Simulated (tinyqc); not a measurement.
Telling the models apart: thermal, flicker and telegraph noise of a field-effect transistor. Computed by tinyqc, a small Python program. Command: `OMP_NUM_THREADS=1 python tinyqc.py 3013322 3013323 out.jsonl noise walk`. One thread of a shared host (Intel(R) Xeon(R) Processor @ 2.30GHz), about 0.01 s of CPU time with the checks.

Strong inversion, threshold roll-off and channel-length modulation left out; noise sources are uncorrelated and are given as one-sided spectral densities.

Inputs (values chosen for the exercise, modelled on a high-k silicon transistor):
```
quantity,value,unit
width W,0.2,micrometre
length L,25,nm
electrical oxide thickness t,1.5,nm
mobility mu,290,cm^2/(V s)
saturation velocity v_s,0.78,1e7 cm/s
oxide trap density N_t,1.7e+16,1/(eV cm^3)
oxide barrier phi,2.4,eV
oxide mass m_ox,0.24,m_0
Hooge parameter alpha_H,0.0002,-
frequency f,1000,Hz
temperature T,400,K
```

Operating region: saturation. Flicker model: Hooge.

Constants: eps_0 = 8.8541878128e-12 F/m; hbar = 1.054571817e-34 J s; m_0 = 9.1093837015e-31 kg; e = 1.602176634e-19 C; k_B = 8.617333262e-05 eV/K.

Method. C_ox = 3.9 eps_0/t; V_c = 2 v_s L/mu; I = W C_ox v_s V_ov^2/(V_ov + V_c); g_m = W C_ox v_s V_ov (V_ov + 2 V_c)/(V_ov + V_c)^2; g_d0 = mu C_ox (W/L) V_ov. Tunnelling length lambda = hbar/(2 sqrt(2 m_ox phi)); flat-band noise S_Vfb = e^2 k_B T lambda N_t/(W L C_ox^2 f). Hooge: S_I = I^2 alpha_H/(f N), N = W L C_ox V_ov/e (the source-end density).

Against the overdrive:
```
V_ov (V),I (microampere),(g_m/I)^2 (1/V^2),S_I/I^2 (1/Hz),S_I/g_m^2 (V^2/Hz)
0.20,42.95,49.144,1.3919e-09,2.8323e-11
0.25,58.38,29.150,1.1135e-09,3.8200e-11
0.32,80.92,16.400,8.6996e-10,5.3046e-11
0.40,107.51,9.791,6.9597e-10,7.1083e-11
0.50,141.50,5.875,5.5677e-10,9.4764e-11
0.63,186.45,3.484,4.4188e-10,1.2683e-10
0.80,245.95,2.045,3.4798e-10,1.7020e-10
1.00,316.55,1.251,2.7839e-10,2.2251e-10
```

What does the comparison show, and why?

S_I/I^2 falls as V_ov^-1.00 at first and V_ov^-1.00 at the end; (g_m/I)^2 as V_ov^-2.34 and V_ov^-2.20. S_I/I^2 follows 1/N, so the input-referred noise rises by a factor 7.86, roughly as V_ov.
